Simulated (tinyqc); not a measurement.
# Resistance of a source-drain extension with a graded tip: two studies

y runs along the channel, the gate covers y > 0. The doping is N0 for y < y0 and N0 10^(-(y - y0)/la) beyond, uniform over the depth xj. Sheet conductance s(y) = q mu(N) max(N - Nch, 0) xj + (for y > 0) ma Cox Vo, with mu(N) = u0 + (u1 - u0)/(1 + (N/Nr)^au) and Cox = eps0 eox/tox. Current is taken as one-dimensional; depletion of the tip, spreading and the contact are left out. The metallurgical junction lies at yj, where N = Nch.

Values chosen for this exercise; mobility law close to that of electrons in silicon: relative permittivity of the gate insulator (close to aluminium oxide) eox = 9.03; insulator thickness tox = 2.3 nm; active doping of the extension far from the gate N0 = 7.3e19 cm^-3; lateral abruptness la = 5.5 nm/decade; position under the gate where the fall begins (gate edge at 0) y0 = 1.4 nm; depth of the extension xj = 16 nm; channel doping Nch = 6.3e17 cm^-3; spacer length Ls = 9 nm; gate overdrive Vo = 0.74 V; mobility of the gate-induced layer ma = 94 cm^2/(V s); mobility at low doping u1 = 1414 cm^2/(V s); mobility at high doping u0 = 68.5 cm^2/(V s); reference doping Nr = 9.2e16 cm^-3; exponent au = 0.711; gate length Lg = 40 nm.

Constants: q = 1.602176634e-19 C, eps0 = 8.8541878128e-14 F/cm where lengths are in cm. Results are converted to the units shown.

Each table varies one quantity; the others keep the values above.

## Abruptness at a fixed junction position

R_spacer = integral of dy/s from -Ls to 0, R_ov from 0 to yj, R_channel = (Lg - 2 yj)/(ma Cox Vo), R_total = 2 R_spacer + 2 R_ov + R_channel. Electrical length L_eff = ma Cox dR_total/d(1/Vo); R_series = R_total - L_eff/(ma Cox Vo). y0 is moved with la so that yj stays at 12.752 nm.

The same in every row: yj (nm) = 12.75; R_channel (ohm um) = 59.95.

Result of one run:
```
la (nm/decade),R_spacer (ohm um),R_ov (ohm um),R_total (ohm um),L_eff (nm),R_series (ohm um)
8.4,8.618,34.83,146.8,26.56,37.02
```

What becomes of these results when the lateral abruptness la is changed from 8.4 to 9.7 nm/decade, all else the same?

Result of the changed run:
```
la (nm/decade),R_spacer (ohm um),R_ov (ohm um),R_total (ohm um),L_eff (nm),R_series (ohm um)
9.7,12.52,37.19,159.4,27.88,44.08
```

The whole series:
```
la (nm/decade),R_spacer (ohm um),R_ov (ohm um),R_total (ohm um),L_eff (nm),R_series (ohm um)
1,6.058,10.84,93.75,16.41,25.89
2.2,6.058,14.99,102.1,18.11,27.18
3.5,6.058,19.49,111.1,19.94,28.58
4.7,6.058,23.65,119.4,21.64,29.87
6,6.058,28.14,128.4,23.48,31.26
7.2,6.587,31.93,137.0,25.11,33.13
8.4,8.618,34.83,146.8,26.56,37.02
9.7,12.52,37.19,159.4,27.88,44.08
```

As la goes from 1 to 9.7 nm/decade, R_total rises from 93.8 to 159 ohm um, R_spacer rises from 6.06 to 12.5 ohm um and R_ov rises from 10.8 to 37.2 ohm um. R_total changes on average by 7.54 ohm um for each nm/decade. L_eff exceeds the metallurgical length by 1.91 nm in the first row and 13.4 nm in the last, since the gate also controls the lightly doped tips.

## Effect of the active doping of the extension far from the gate

Same model as above.

Results:
```
N0 (cm^-3),yj (nm),R_spacer (ohm um),R_ov (ohm um),R_channel (ohm um),R_total (ohm um),L_eff (nm),R_series (ohm um)
2e19,9.659,18.65,24.61,85.53,172.1,28.87,52.66
3.1e19,10.71,12.90,25.45,76.87,153.6,26.83,42.59
4.7e19,11.70,8.983,26.01,68.65,138.6,24.87,35.79
7.2e19,12.72,6.135,26.40,60.22,125.3,22.84,30.86
1.7e20,14.77,2.769,26.85,43.25,102.5,18.73,25.01
2.6e20,15.79,1.849,26.96,34.85,92.48,16.70,23.40
4e20,16.81,1.221,27.04,26.34,82.87,14.65,22.30
```

Estimate the missing row, N0 = 1.1e20 cm^-3.

Computed row:
```
N0 (cm^-3),yj (nm),R_spacer (ohm um),R_ov (ohm um),R_channel (ohm um),R_total (ohm um),L_eff (nm),R_series (ohm um)
1.1e20,13.73,4.160,26.67,51.85,113.5,20.81,27.43
```

With this row back in the table: As N0 goes from 2e19 to 4e20, R_total falls from 172 to 82.9 ohm um, L_eff falls from 28.9 to 14.6 nm and R_series falls from 52.7 to 22.3 ohm um.

tinyqc, about 0.03 s, one thread, Intel Xeon 2.30GHz (shared host): `OMP_NUM_THREADS=1 python tinyqc.py 2282157 2282158 out.jsonl`
